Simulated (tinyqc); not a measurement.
# On-chip interconnect, size-dependent resistivity and RC delay: effects of single changes

A rectangular line between two neighbours and two ground planes. Surface and grain-boundary scattering are added to the bulk resistivity as corrections; capacitances are parallel-plate values without fringing; inductance is ignored.

Inputs (values chosen for the exercise); metal values close to those of copper: bulk resistivity rho0 = 1.63 uohm cm; bulk mean free path lam = 40.7 nm; specular share of surface scattering ps = 0; reflection coefficient of grain boundaries Rg = 0.53; grain size over the metal width gr = 2; drawn line width wd = 39 nm; aspect ratio, height over width AR = 1.3; liner on both walls and the bottom, not conducting tl = 2.9 nm; space to the neighbouring lines sp = 47 nm; dielectric height to the planes above and below hd = 53 nm; relative permittivity of the dielectric ek = 3.9; Miller factor of the neighbours Mf = 1; line length Lw = 180 um; driver resistance Rd = 1900 ohm; load capacitance Cl = 1 fF; bulk resistivity of the second metal (close to tungsten) rho2 = 5.34 uohm cm; mean free path of the second metal lam2 = 15.9 nm; liner of the second metal tl2 = 0.1 nm.

Constants: eps0 = 8.8541878128e-12 F/m. Results are converted to the units shown.

Each table varies one quantity; the others keep the values above.

## Delay against the liner thickness

Metal width x = wd - 2 tl, height y = AR wd - tl; grain boundaries (Mayadas-Shatzkes): al = (lam/(gr x)) Rg/(1 - Rg), g = 1/[1 - 3 al/2 + 3 al^2 - 3 al^3 ln(1 + 1/al)] - 1; surfaces (Fuchs-Sondheimer, thick limit): s = (3/8) lam (1 - ps)(1/x + 1/y); rho = rho0 (1 + g + s); r = rho/(x y); c = eps0 ek (2 wd/hd + 2 Mf AR wd/sp). Elmore delay tE = Rd (c Lw + Cl) + r Lw (c Lw/2 + Cl); t50 is the time at which the far end of a ladder of 30 pi sections (half capacitances at both ends, Cl at the far end, a step applied through Rd) reaches half the step; line share r Lw/(Rd + r Lw); estimate 0.69 Rd (c Lw + Cl) + 0.38 r c Lw^2 + 0.69 r Lw Cl.

The same in every row: c (fF/um) = 0.1253.

Delay against the liner thickness:

| tl (nm) | rho (uohm cm) | r (ohm/um) | tE (ps) | t50 (ps) | estimate (ps) | line share of the resistance (%) |
|---|---|---|---|---|---|---|
| 0 | 4.097 | 20.72 | 90.55 | 66.97 | 65.43 | 66.25 |
| 0.6 | 4.164 | 21.99 | 93.36 | 69.14 | 67.54 | 67.57 |
| 1.1 | 4.224 | 23.14 | 95.90 | 71.11 | 69.46 | 68.67 |
| 1.7 | 4.299 | 24.65 | 99.23 | 73.68 | 71.97 | 70.01 |
| 2.3 | 4.380 | 26.31 | 102.9 | 76.51 | 74.74 | 71.36 |
| 2.9 | 4.466 | 28.14 | 107.0 | 79.63 | 77.80 | 72.72 |
| 3.4 | 4.542 | 29.82 | 110.7 | 82.49 | 80.60 | 73.86 |
| 4 | 4.639 | 32.05 | 115.6 | 86.28 | 84.31 | 75.22 |

As tl goes from 0 to 4, r rises from 20.7 to 32.0 ohm/um, c stays at 0.125 fF/um and t50 rises from 67.0 to 86.3 ps. t50/tE lies between 0.740 and 0.746, and the estimate is within 2.3 % of t50.

## Two metals against line width

Metal width x = wd - 2 tl, height y = AR wd - tl; grain boundaries (Mayadas-Shatzkes): al = (lam/(gr x)) Rg/(1 - Rg), g = 1/[1 - 3 al/2 + 3 al^2 - 3 al^3 ln(1 + 1/al)] - 1; surfaces (Fuchs-Sondheimer, thick limit): s = (3/8) lam (1 - ps)(1/x + 1/y); rho = rho0 (1 + g + s); r = rho/(x y). The second metal has rho2, lam2 and tl2 in place of rho0, lam and tl; ps, Rg, gr and AR are shared.

Two metals against line width:

| wd (nm) | rho, first (uohm cm) | rho, second (uohm cm) | r, first (ohm/um) | r, second (ohm/um) | ratio second/first |
|---|---|---|---|---|---|
| 8 | 39.028 | 20.944 | 23654 | 2607.0 | 0.11021 |
| 10 | 21.990 | 17.801 | 5183.9 | 1408.1 | 0.27163 |
| 13 | 13.883 | 14.919 | 1377.2 | 693.77 | 0.50374 |
| 17 | 9.6868 | 12.669 | 450.47 | 342.77 | 0.76092 |
| 22 | 7.2923 | 11.011 | 175.15 | 177.22 | 1.0118 |
| 30 | 5.4793 | 9.5083 | 62.719 | 82.024 | 1.3078 |
| 45 | 4.0437 | 8.1293 | 18.553 | 31.072 | 1.6747 |
| 70 | 3.1236 | 7.1408 | 5.5225 | 11.255 | 2.0379 |
| 120 | 2.4803 | 6.3954 | 1.4186 | 3.4243 | 2.4138 |

Read the table: what changes, and by how much?

The resistivity of the first metal falls from 39.0 to 2.48 uohm cm and that of the second goes from 20.9 to 6.40 uohm cm as the line widens. The products rho0 lam, which set the size effect, are 66.3 and 84.9 uohm cm nm. The two resistances cross at wd = 21.7 nm: below it the second metal gives the lower line resistance. For widths well under the mean free path the thick-limit surface term is only a guide.

Range of the model: The metal width is under the mean free path, where the thick-limit surface term and the simple sum of corrections lose accuracy.

Numbers from tinyqc (`OMP_NUM_THREADS=1 python tinyqc.py 2100046 2100047 out.jsonl`; about 0.01 s on one thread of a shared Intel Xeon 2.30GHz).
